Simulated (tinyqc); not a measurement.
Cluster expansion of a binary alloy: correlations, fit, cross-validation and ground states: one step, computed by the program tinyqc.

s = +1 for A and -1 for B. Energy per site E = J0 + J1 P(point) + sum over clusters of m V P, with P the mean product of spins; V > 0 on a pair favours unlike neighbours. Clusters per site m: pair 1 6, pair 2 3, pair 3 12, triplet 8; the triplet is the triangle of first neighbours. Formation energies are counted from the line between pure A and pure B, which removes J0 and J1.

Task: Normal equations for V1, V2, Vt. Leave out pair 3: A = X^T X and b = X^T E (E being the data with noise) over these three columns; solve A V = b. The root-mean-square error runs over the structures between the pure ends.

Lattice: fcc.

X, rows A, A3B L1_2, A3B D0_22, A3B (001) layers, A2B (001) layers, AB L1_0, AB L1_1, A2B2 (001) layers, AB2 (001) layers, AB3 L1_2, AB3 D0_22, AB3 (001) layers, B, columns pair 1, pair 2, pair 3, triplet:
$$\begin{pmatrix}
0.00000 & 0.00000 & 0.00000 & 0.00000 \\
-6.00000 & 0.00000 & -12.00000 & -8.00000 \\
-6.00000 & -1.00000 & -8.00000 & -8.00000 \\
-4.00000 & -1.00000 & -12.00000 & 0.00000 \\
-5.33333 & -1.33333 & -16.00000 & 0.00000 \\
-8.00000 & 0.00000 & -16.00000 & 0.00000 \\
-6.00000 & -6.00000 & -12.00000 & 0.00000 \\
-4.00000 & -2.00000 & -16.00000 & 0.00000 \\
-5.33333 & -1.33333 & -16.00000 & 0.00000 \\
-6.00000 & 0.00000 & -12.00000 & 8.00000 \\
-6.00000 & -1.00000 & -8.00000 & 8.00000 \\
-4.00000 & -1.00000 & -12.00000 & 0.00000 \\
0.00000 & 0.00000 & 0.00000 & 0.00000
\end{pmatrix}$$

data (meV/site): A 0.000, A3B L1_2 215.908, A3B D0_22 209.796, A3B (001) layers 190.764, A2B (001) layers 265.544, AB L1_0 329.348, AB L1_1 294.180, A2B2 (001) layers 216.248, AB2 (001) layers 246.212, AB3 L1_2 279.296, AB3 D0_22 291.424, AB3 (001) layers 201.072, B 0.000

Give: matrix A; b; fitted V1, V2, Vt; root-mean-square error of the three-cluster fit.

Result:

matrix A, rows V1, V2, Vt:
$$\begin{pmatrix}
348.9 & 78.2 & 0.0 \\
78.2 & 47.6 & 0.0 \\
0.0 & 0.0 & 256.0
\end{pmatrix}$$

b (meV): [-15540, -3773, 1160]

fitted V1, V2, Vt (meV): [-42.38, -9.62, 4.53]

root-mean-square error of the three-cluster fit = 16.72 meV/site
